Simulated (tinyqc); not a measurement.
Width of the well: quantum-confined Stark effect in a modulator well.

Envelopes on cells of 0.5 angstrom over the well |z| < L/2 and 45 angstrom of barrier on each side, psi = 0 beyond, psi'/m continuous (mean mass between points), c = hbar^2/2m0. The electron sees + e F z and the hole - e F z, each with its offset in the barriers; 1 kV/cm = 1e-5 eV/angstrom. Light holes, band mixing and escape by tunnelling are left out.

Exciton: in-plane function exp(-rho/lam), 1/mu = 1/me + 1/mp, E(lam) = c/(mu lam^2) - (q/eps) times the integral over k of Fm(k)(1 + (k lam/2)^2)^(-3/2), Fm(k) the double integral of psi_e^2 psi_h^2 exp(-k |z - z'|), q = e^2/(4 pi eps0); binding Eb = -E at the minimum. Line at Eg + E_e + E_h - Eb, strength proportional to overlap^2/lam^2.

Constants: hbar^2/2m0 = 3.80998211 eV angstrom^2; e^2/(4 pi eps0) = 14.39964547 eV angstrom; hc = 1239.841984 eV nm.

Inputs chosen for the exercise (near those of an InGaAs well in InAlAs; the results hold for these values, not for the real material): Vc = 0.531 eV (conduction offset); Vv = 0.201 eV (heavy-hole offset); me = 0.0424 m0 (electron, well); meb = 0.075 m0 (electron, barrier); mh = 0.364 m0 (heavy hole along z, well); mhb = 0.45 m0 (heavy hole, barrier); Eg = 0.752 eV (gap of the well); mp = 0.108 m0 (heavy hole in the plane); eps = 13.5 (dielectric constant); Ls = (56, 74, 92, 112, 136, 164) angstrom (widths); F_L = 81 kV/cm (field for this table).

Zero-field line, its shift at F_L and the relative strength.

Results:
```
L (angstrom),line at F = 0 (nm),Eb (meV),shift (meV),relative strength,shift x strength (meV)
56,1417.7,6.46,-2.44,0.944,2.30
74,1486.2,6.16,-5.33,0.829,4.42
92,1529.7,5.89,-9.88,0.634,6.27
136,1586.2,5.35,-27.14,0.188,5.10
164,1604.7,5.07,-41.70,0.061,2.56
```

Give the missing row, L (angstrom) = 112.

Computed row:
```
L (angstrom)  line at F = 0 (nm)  Eb (meV)  shift (meV)  relative strength  shift x strength (meV)
112                       1561.4      5.62       -16.76              0.399                    6.68
```

The shift grows with exponent 2.81 in L over the first two rows and 2.29 over the last two, against 4 for hard walls at second order; leakage lowers it in narrow wells and saturation in wide ones. The strength falls from 0.94 to 0.06, and the product of the two is largest at 112 angstrom.

Run: tinyqc, `OMP_NUM_THREADS=1 python tinyqc.py 1281057 1281058 out.jsonl`; Intel(R) Xeon(R) Processor @ 2.30GHz, one thread, shared host; about 0.1 s of CPU time with all checks.
